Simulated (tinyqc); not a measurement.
Shrinking the pitch: stress in a transistor channel from embedded alloy regions, liners and fins, by half-space elasticity. Computed by tinyqc, a small Python program. Command: `OMP_NUM_THREADS=1 python tinyqc.py 3006995 3006996 out.jsonl stressor walk`. One thread of a shared host (Intel(R) Xeon(R) Processor @ 2.30GHz), about 0.01 s of CPU time with the checks.

Plane strain in an isotropic half-space, the same constants everywhere; x along the channel from its centre, y downwards from the free surface; stress is positive in tension.

Inputs (values chosen for the exercise, modelled on silicon):
```
quantity,value,unit
alloy fraction x,0.42,-
"lattice change per unit x, beta",0.0426,-
Young's modulus E,163,GPa
Poisson ratio nu,0.23,-
channel length L,30,nm
length of each stressor S,170,nm
recess depth d,40,nm
depth of the field point y,3.9,nm
```

Stressor: Si(1-x)Ge(x) source and drain.

Method:
- Misfit e = beta x. A fully constrained inclusion holds the stress -p with p = E e/(1 - 2 nu); a blanket film would hold -E e/(1 - nu) in the plane.
- A line element dA of misfit at (a, c) in the half-space gives, with C = E e/(2 pi (1 - nu)), X = x - a, r1^2 = X^2 + (y - c)^2, r2^2 = X^2 + Y^2, Y = y + c: s_xx = -C dA {[X^2 - (y - c)^2]/r1^4 + 3 [X^2 - Y^2]/r2^4 + 4 y Y (Y^2 - 3 X^2)/r2^6}, s_yy = C dA {[X^2 - (y - c)^2]/r1^4 - [X^2 - Y^2]/r2^4 + 4 y Y (Y^2 - 3 X^2)/r2^6}. These are integrated over two rectangles, L/2 < |a| < L/2 + S, 0 < c < d (closed form in a, 200 Gauss-Legendre points in c).
- L and S are scaled together at fixed d, then S alone, then L alone.

misfit e = 0.017892

S_xx at the centre (MPa):
```
scale,L and S scaled,S alone,L alone
0.35,-1723.1,-2462.8,-3225.0
0.50,-2677.3,-2969.6,-3545.6
0.70,-3358.8,-3389.0,-3742.7
1.00,-3752.9,-3752.9,-3752.9
1.40,-3796.9,-4020.4,-3543.2
2.00,-3532.1,-4234.1,-3103.1
3.00,-2955.5,-4408.0,-2418.6
```

What follows from these numbers?

Halving S alone keeps 0.79 of the stress, halving L alone gives 0.94, and halving both 0.71: a shorter channel brings the walls closer but puts y deeper relative to L, where the surface amplifies less, a shorter stressor brings its far wall, which pulls the other way, closer too. Neighbouring devices are left out.
